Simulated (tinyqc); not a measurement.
From results back to parameters: carrier statistics of a doped semiconductor with parabolic bands. Two cases, with inputs chosen for the exercise.

Problem. ni^2 = C^2 (T/300 K)^3 exp(-Eg(T)/kB T) with Eg(T) = Eg0 - al T^2/(T + be). Two intrinsic densities were computed from hidden Eg0 and C = sqrt(Nc Nv) at 300 K.

Constants: kB = 8.617333262e-05 eV/K.

Case 1.

Values chosen (near those of SiC; the results hold for these values, not for the real material): al = 0.000619 eV/K (Varshni alpha); be = 1247 K (Varshni beta); T1 = 250 K; T2 = 550 K.

ni(T1) = 3.73625e-14 1/cm^3
ni(T2) = 198491 1/cm^3

Case 2.

Values chosen (near those of GaAs; the results hold for these values, not for the real material): al = 0.000515 eV/K (Varshni alpha); be = 200 K (Varshni beta); T1 = 290 K; T2 = 460 K.

ni(T1) = 477820 1/cm^3
ni(T2) = 1.12703e+11 1/cm^3

Find: Eg0; C.

Solution. y(T) = 2 ln ni - 3 ln(T/300) - al T/((T + be) kB) equals 2 ln C - Eg0/(kB T), a straight line in 1/T; two points give slope and intercept.

Case 1.

Eg0 = 3.273 eV
C = 2.64e+19 1/cm^3

Case 2.

Eg0 = 1.537 eV
C = 1.94e+18 1/cm^3

Computed by tinyqc, one run a case: `OMP_NUM_THREADS=1 python tinyqc.py N N+1 out.jsonl` with N = 1681752, 1681835; one thread of a shared Intel(R) Xeon(R) Processor @ 2.30GHz, about 0.01 s a run at most.
